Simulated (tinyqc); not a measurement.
# Rectangular fin or nanosheet with a gate all round, subbands and threshold shift from confinement: effects of single changes

Undoped body with a flat potential across it, hard walls, transport along x. Three valley pairs (g = 2 each) with the longitudinal mass along x, y or z. Non-parabolicity enters the subband edges through E (1 + al E) = gamma, so E = 2 gamma/(1 + sqrt(1 + 4 al gamma)); motion within a subband is taken as parabolic with the band-edge mass. Energies are counted from the bulk band edge.

Inputs (values chosen for the exercise); masses close to those of silicon: temperature T = 77 K; longitudinal mass ml = 0.906 m0; transverse mass mt = 0.191 m0; non-parabolicity al = 0 1/eV; width (along y) t = 8.2 nm; widening of the box by penetration into the insulator dl = 0 nm; gate capacitance per area of interface Cg = 1.6 uF/cm^2; height (along z) H = 8.2 nm.

Constants: q = 1.602176634e-19 C, kB = 1.380649e-23 J/K, hbar = 1.054571817e-34 J s, m0 = 9.1093837015e-31 kg, Vt = kB T/q, hbar^2/(2 m0) = 0.0380998212 eV nm^2. Results are converted to the units shown.

Each table varies one quantity; the others keep the values above.

## Confinement against the width

gamma = C pi^2 [a^2/(my (t + dl)^2) + b^2/(mz (H + dl)^2)], C = hbar^2/(2 m0). Each subband has N_k = g sqrt(2 mx m0 kB T/(pi hbar^2)); without degeneracy n = exp(EF/Vt) sum N_k exp(-E_k/Vt). Classical value Nc times t H, Nc = sum over valleys of 2 g (m m0 kB T/(2 pi hbar^2))^1.5 with m = (mx my mz)^(1/3). Threshold shift dVT = Vt ln(classical value/sum N_k exp(-E_k/Vt)). With degeneracy n = sum N_k F((EF - E_k)/Vt), F(x) = (1/sqrt(pi)) int_0^infinity u^(-1/2) du/(1 + exp(u - x)); gate: Vg = EF + q n/(Cg P), P = 2 (t + H), summed over the 60 lowest subbands at most, with Vg counted from the value that would put EF at the bulk band edge of an empty body. The last two columns are for Vg = 0.6 V; sensitivity d(dVT)/dt by central differences between 0.99 and 1.01 times the value.

Confinement against the width:
```
t (nm)  E_1 (meV)  gap to the next edge (meV)  dVT (mV)  sensitivity (mV/nm)  n/P (cm^-2)  share of the lowest subband (%)
2           133.0                       87.84     124.7               -100.5     3.920e12                            96.89
2.7         86.21                       87.84     79.84               -39.72     4.276e12                            89.27
3.6         61.30                       87.84     56.84               -15.95     4.505e12                            79.19
4.7         48.07                       47.23     45.37               -6.617     4.921e12                            54.30
6.3         39.74                       16.04     38.30               -3.474     5.224e12                            35.69
8.4         34.07                       1.087     30.51               -3.641     5.379e12                            25.59
11          22.44                       10.27     23.20               -1.995     5.450e12                            23.76
15          14.92                       16.20     18.26              -0.7269     5.508e12                            20.04
20          11.09                       14.77     15.94              -0.2956     5.546e12                            16.37
```

As t grows from 2 to 20 nm, E_1 falls from 133 to 11.1 meV and dVT falls from 125 to 15.9 mV. E_1 goes as t^(-1.45) at the thin end; a thickness error of 0.2 nm moves the threshold by 20 mV in the first row and 0.059 mV in the last. The charge per interface area rises from 3.92e12 to 5.55e12 cm^-2. For t = 2, 2.7 the body is too thin for bulk effective masses to be reliable. For t = 2.7, 3.6, 4.7, 6.3, 8.4, 11, 15, 20 the charge in the last two columns would bend the potential across the body noticeably, which is left out.

## Charge and subband filling against gate voltage

Same model as above.

Each subband has N_k = g sqrt(2 mx m0 kB T/(pi hbar^2)). Cq = q dn/dEF.

Result of one run:
```
Vg (V)  EF - E_1 (eV)  n (cm^-1)  n/P (cm^-2)  share of the lowest subband (%)  Cq/(Cg P)  total C/(Cg P)
0.01         -0.02758    6.986e4     2.130e10                            45.60     0.3182          0.2414
```

What becomes of these results when the gate voltage Vg is changed from 0.01 to 0.39 V, all else the same?

Result of the changed run:
```
Vg (V)  EF - E_1 (eV)  n (cm^-1)  n/P (cm^-2)  share of the lowest subband (%)  Cq/(Cg P)  total C/(Cg P)
0.39          0.01777    1.103e7     3.363e12                            32.36      19.76          0.9518
```

The whole series:
```
Vg (V)  EF - E_1 (eV)  n (cm^-1)  n/P (cm^-2)  share of the lowest subband (%)  Cq/(Cg P)  total C/(Cg P)
-0.11         -0.1455   0.001361        415.1                            45.64   6.264e-9        6.264e-9
0.01         -0.02758    6.986e4     2.130e10                            45.60     0.3182          0.2414
0.14         0.001638    3.371e6     1.028e12                            42.86      9.818          0.9076
0.27          0.01128    7.313e6     2.230e12                            37.61      15.27          0.9385
0.39          0.01777    1.103e7     3.363e12                            32.36      19.76          0.9518
0.52          0.02355    1.510e7     4.604e12                            27.83      22.94          0.9582
0.64          0.02844    1.887e7     5.753e12                            24.78      23.79          0.9597
0.77          0.03373    2.296e7     6.999e12                            22.37      23.23          0.9587
0.89          0.03876    2.672e7     8.147e12                            20.71      22.56          0.9576
```

EF passes E_1 = 0.0355 eV at Vg = 0.123 V. The share of the lowest subband falls from 45.6 to 20.7 % and the total capacitance goes from 6.26e-9 through a maximum of 0.960 (at Vg = 0.64 V among the rows listed) to 0.958 of Cg P. In the last row 4.2 % of an added gate voltage goes into raising EF (from the last two rows). For Vg = 0.14, 0.27, 0.39, 0.52, 0.64, 0.77, 0.89 the charge would bend the potential across the body noticeably, which is left out.

Computed by the program tinyqc: `OMP_NUM_THREADS=1 python tinyqc.py 2350032 2350033 out.jsonl`, one thread of a shared Intel Xeon 2.30GHz, about 0.2 s for the whole run.
